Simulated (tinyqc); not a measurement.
Cluster expansion of a binary alloy: correlations, fit, cross-validation and ground states: one step, computed by the program tinyqc. Command: `OMP_NUM_THREADS=1 python tinyqc.py 3021495 3021496 out.jsonl clex walk`. One thread of a shared host (Intel(R) Xeon(R) Processor @ 2.30GHz), about 0.07 s of CPU time with the checks.

s = +1 for A and -1 for B. Energy per site E = J0 + J1 P(point) + sum over clusters of m V P, with P the mean product of spins; V > 0 on a pair favours unlike neighbours. Clusters per site m: pair 1 4, pair 2 3, pair 3 6, triplet 12; the triplet is two first-neighbour bonds closed by a second-neighbour bond. Formation energies are counted from the line between pure A and pure B, which removes J0 and J1.

Task: The random alloy and its short-range order. Random alloy: P(pair) = p^2, P(triplet) = p^3, p = 1 - 2x, so H_mix = (p^2 - 1) sum m V(pairs) + (p^3 - p) m Vt; G_mix = H_mix + k_B T [x ln x + (1 - x) ln(1 - x)]. To first order in 1/T the Warren-Cowley parameter of shell 1 is alpha_1 = -(1 - p^2) V_eff/(k_B T), V_eff = V1 + (number of triplets on a first-neighbour bond) p Vt, that number being 6.

Inputs (values chosen for the exercise, for a model alloy):

| quantity | value | unit |
|---|---|---|
| first-pair interaction V1 | 25.6 | meV |
| second-pair interaction V2 | 0.0019 | meV |
| third-pair interaction V3 | -3.1 | meV |
| triplet interaction Vt | -0.73 | meV |
| temperature T | 1700 | K |
| fraction x of B | 0.2 | - |

Lattice: bcc.

Constants: k_B = 8.617333262e-05 eV/K.

Give: mixing enthalpy H_mix; mixing free energy G_mix; alpha_1.

Result:

mixing enthalpy H_mix = -50.27 meV/site

mixing free energy G_mix = -123.6 meV/site

alpha_1 = -0.1004

alpha_1 < 0: unlike neighbours are preferred.
